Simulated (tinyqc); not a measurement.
# Electroplating on a thin resistive seed layer: kinetics, Wagner number and the terminal effect across a wafer, step by step

A worked calculation. Computed by tinyqc, a small Python program that keeps every step. Command: `OMP_NUM_THREADS=1 python tinyqc.py 3120974 3120975 out.jsonl terminal walk`. One thread of a shared host (Intel(R) Xeon(R) Processor @ 2.30GHz), about 0.02 s of CPU time with the checks. Intermediate numbers are printed to about 5 digits and carried at full precision; extremes and crossings named in words are read from the listed rows.

Current enters the seed at the rim. The bath is treated as a local resistance per area (no lateral flow in the liquid), two electrons per ion, molar volume 7.11 cm^3/mol, Faraday constant F = e N_A, kinematic viscosity 0.01 cm^2/s, omega = 2 pi x rpm/60; k_B T/e is in volts.

Inputs (values chosen for the exercise, of the order of those for copper plating on a thin cobalt or ruthenium seed):
```
quantity,value,unit
wafer radius R,15,cm
seed thickness t,15,nm
seed resistivity,21,microohm cm
bath conductivity kappa,0.081,S/cm
gap to the anode h,11,cm
extra resistance of a porous plate,200,ohm cm^2
exchange current density i_0,0.046,mA/cm^2
cathodic transfer coefficient alpha,0.89,-
mean current density,17,mA/cm^2
diffusivity of the metal ion,6.9e-06,cm^2/s
metal ion concentration,0.8,mol/L
rotation rate,30,rpm
temperature T,298,K
```

Constants: e = 1.602176634e-19 C; N_A = 6.02214076e+23 1/mol; k_B = 8.617333262e-05 eV/K.

## Rate, limit and resistances

Growth rate = i V_m/(2 F). Levich limit i_L = 0.62 x 2 F D^(2/3) omega^(1/2) nu^(-1/6) c. Tafel overpotential eta = (k_B T/(alpha e)) ln(i/i_0); kinetic resistance k_B T/(alpha e i); bath resistance h/kappa + plate; R_s = resistivity/t; Wagner number = kinetic resistance x kappa/R.

growth rate = 375.82 nm/min

limiting current i_L = 132.47 mA/cm^2

overpotential = 170.59 mV

kinetic resistance = 1.6973 ohm cm^2

bath resistance R_b = 335.80 ohm cm^2

sheet resistance R_s = 14 ohm/square

Wagner number = 0.0091652

## Linear estimate of the terminal effect

Linearised: with R_t = kinetic + bath resistance the current density obeys (1/r)(r i')' = i R_s/R_t, so i = A I_0(r/l), l = sqrt(R_t/R_s); with x = R/l, edge/centre = I_0(x) and edge/mean = x I_0(x)/(2 I_1(x)). Voltage drop in the seed for a uniform current: i R_s R^2/4.

length l = 4.9099 cm

x = R/l = 3.0551

edge over centre, linear = 5.1039

edge over mean, linear = 1.8766

drop for uniform current = 13387.5 mV

## Current distribution

Full model: seed potential phi(r) with (1/r)(r phi')' = R_s i, where i solves phi = R_b i + (k_B T/(alpha e)) ln(i/i_0) (phi being the driving voltage left at r); phi'(0) = 0 and phi'(R) = R_s i_mean R/2. Solved by collocation to a tolerance of 1e-7.

Across the wafer:
```
r/R,i (mA/cm^2),i/mean,"i/mean, linear"
0.00,6.266,0.3686,0.3677
0.20,6.860,0.4035,0.4028
0.40,8.815,0.5185,0.5183
0.60,12.708,0.7475,0.7478
0.75,17.566,1.0333,1.0337
0.90,24.968,1.4687,1.4687
1.00,31.916,1.8774,1.8766
```

edge over centre, full model = 5.0932

The full model gives 5.09 against 5.10 from the linear form; the kinetic resistance, which the linear form holds fixed, is a small part of R_t here.

## As the film thickens, and with more bath resistance

The film is taken as uniform, with the seed resistivity; the last column adds 100 ohm cm^2 to R_b. Extra power of that plate = i^2 x 100 ohm cm^2 x area.

Edge over centre:
```
thickness (nm),R_s (ohm/square),as given,with 100 ohm cm^2 more
15.0,14.000,5.0932,3.7882
22.5,9.333,3.2732,2.6109
30.0,7.000,2.5534,2.1236
45.0,4.667,1.9425,1.6961
75.0,2.800,1.5240,1.3937
150.0,1.400,1.2473,1.1883
300.0,0.700,1.1201,1.0920
```

extra power = 20.428 W

The ratio falls below 1.1 in none of these rows as given, and from 300 nm on with the added resistance: what counts is R_s R^2 against the sum of kinetic and bath resistance.

Checks made by the program: mean of the distribution (relative difference 3e-07).
